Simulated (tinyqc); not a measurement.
p-i-n power rectifier, conductivity modulation at high injection: forward voltage and stored charge against the high-level lifetime.

A drift layer from x = -d to d (2 d = W) between ideal p+ and n+ emitters (no recombination in them). High injection, n = p, ambipolar diffusion with one lifetime; both mobilities scale as (T/300 K)^(-bt).

Triangular field at breakdown with Ec = Kc N^(1/8): BV = eps0 eps_r Ec^2/(2 q N), so N = (eps0 eps_r Kc^2/(2 q BV))^(4/3); W = 2 BV/Ec; mu = mud (T/300 K)^(-bt); rho = 1/(q mu N); ideal resistance rho W. Da = 2 mun mup Vt/(mun + mup), La = sqrt(Da tau), B = (mun - mup)/(mun + mup) with mun = mud (T/300 K)^(-bt), mup likewise; n(x) = (tau J/(2 q La)) [cosh(x/La)/sinh(d/La) - B sinh(x/La)/cosh(d/La)]. Ohmic drop: integral of J/(q (mun + mup) n); diffusion (Dember) drop Vt B ln(n(-d)/n(d)); both junctions together Vt ln(n(-d) n(d)/ni^2), ni = sqrt(Nc Nv) exp(-Eg/(2 Vt)), Eg in volts; V_F = the sum; stored charge q times the integral of n. Integrals on a fine grid. Peak reverse current if all stored charge left in a linear ramp without recombination (an upper bound): sqrt(2 a Q). Rows where n falls below the doping are left out.

Inputs (values chosen for the exercise); bulk values close to those of 4H silicon carbide:
```
symbol    value                    unit                                     meaning
T           450                       K                                 temperature
eps_r      9.64                                               relative permittivity
Kc        23200  V/cm per (cm^-3)^(1/8)                     critical-field constant
BV        13000                       V  rated breakdown voltage of the drift layer
mud         826              cm^2/(V s)                     drift mobility at 300 K
bt          2.5                          temperature exponent of the drift mobility
mup         108              cm^2/(V s)                      hole mobility at 300 K
Eg         3.38                      eV                                    band gap
Nc      3.12e19                   cm^-3      conduction-band density of states at T
Nv      4.59e19                   cm^-3         valence-band density of states at T
J            50                  A/cm^2                     forward current density
a          2000             A/(cm^2 us)        ramp rate of the current at turn-off
```

Constants: q = 1.602176634e-19 C, kB = 1.380649e-23 J/K, Vt = kB T/q, eps0 = 8.8541878128e-14 F/cm where lengths are in cm. Results are converted to the units shown.

The same in every row: J rho W (V) = 31.86.

Result of one run:

| d/La | drift drop, ohmic and diffusion (V) | junction drops (V) | V_F (V) | Q (uC/cm^2) | sqrt(2 a Q) (A/cm^2) | lowest n over N |
|---|---|---|---|---|---|---|
| 0.4706 | 0.01597 | 3.161 | 3.177 | 5500 | 4690 | 3640 |

Which high-level lifetime tau gave this result: 1.2e-5, 0.00011, 0.00047, 0.00098 or 0.002 s?

tau = 0.00011 s.

The whole series:

| tau (s) | d/La | drift drop, ohmic and diffusion (V) | junction drops (V) | V_F (V) | Q (uC/cm^2) | sqrt(2 a Q) (A/cm^2) | lowest n over N |
|---|---|---|---|---|---|---|---|
| 5.7e-6 | 2.067 | 0.2765 | 2.957 | 3.234 | 285.0 | 1068 | 73.77 |
| 1.2e-5 | 1.425 | 0.1240 | 3.003 | 3.127 | 600.0 | 1549 | 232.1 |
| 2.5e-5 | 0.9871 | 0.06210 | 3.054 | 3.116 | 1250 | 2236 | 633.7 |
| 5.2e-5 | 0.6844 | 0.03194 | 3.106 | 3.138 | 2600 | 3225 | 1562 |
| 0.00011 | 0.4706 | 0.01597 | 3.161 | 3.177 | 5500 | 4690 | 3640 |
| 0.00022 | 0.3327 | 0.008253 | 3.213 | 3.221 | 1.100e4 | 6633 | 7632 |
| 0.00047 | 0.2276 | 0.003942 | 3.270 | 3.274 | 2.350e4 | 9695 | 1.674e4 |
| 0.00098 | 0.1577 | 0.001909 | 3.327 | 3.329 | 4.900e4 | 1.400e4 | 3.533e4 |
| 0.002 | 0.1104 | 9.401e-4 | 3.382 | 3.383 | 1.000e5 | 2.000e4 | 7.252e4 |

V_F goes from 3.23 through a minimum of 3.12 (at tau = 2.5e-5 among the rows listed) to 3.38 V; the drift drop falls from 0.277 to 9.40e-4 V and the junction drops rise from 2.96 to 3.38 V. The minimum falls at d/La = 0.99: a short lifetime starves the middle of the layer, a long one raises the edge densities and with them the junction drops. Where n exceeds a few 1e17 cm^-3, emitter and Auger recombination, left out here, lower n and change V_F.

Numbers from tinyqc (`OMP_NUM_THREADS=1 python tinyqc.py 2230010 2230011 out.jsonl`; about 0.01 s on one thread of a shared Intel Xeon 2.30GHz).
